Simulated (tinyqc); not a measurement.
From results back to parameters: sp3s* tight binding. Four cases, with inputs chosen for the exercise.

Problem. For a crystal of one element and without spin-orbit coupling the levels at Gamma are Es -/+ |Vss| and Ep -/+ Vxx, and the upper valence level at X is Ep - Vxy. The levels below come from hidden parameters.

Find: Es, |Vss|, Ep, Vxx, Vxy.

Method. Means give the levels and half the splittings give the couplings; Vxy = Ep - E(X).

Case 1.

s levels at Gamma (eV): -12.5400  4.0860

p levels at Gamma (eV): 0.0040  3.4500

upper valence level at X = -2.8210 eV

Solution.

Es, |Vss|, Ep, Vxx, Vxy (eV): -4.227  8.313  1.727  1.723  4.548

Case 2.

s levels at Gamma (eV): -27.3240  18.2520

p levels at Gamma (eV): 0.0100  7.6900

upper valence level at X = -7.8430 eV

Solution.

Es, |Vss|, Ep, Vxx, Vxy (eV): -4.536  22.788  3.850  3.840  11.693

Case 3.

s levels at Gamma (eV): -12.4930  4.0930

p levels at Gamma (eV): 0.0030  3.4250

upper valence level at X = -2.8670 eV

Solution.

Es, |Vss|, Ep, Vxx, Vxy (eV): -4.200  8.293  1.714  1.711  4.581

Case 4.

s levels at Gamma (eV): -12.6360  4.1580

p levels at Gamma (eV): 0.0270  3.4390

upper valence level at X = -2.9100 eV

Solution.

Es, |Vss|, Ep, Vxx, Vxy (eV): -4.239  8.397  1.733  1.706  4.643

Computed by tinyqc, one run a case: `OMP_NUM_THREADS=1 python tinyqc.py N N+1 out.jsonl` with N = 1452026, 1452094, 1452229, 1452242; one thread of a shared Intel(R) Xeon(R) Processor @ 2.30GHz, about 0.2 s a run at most.
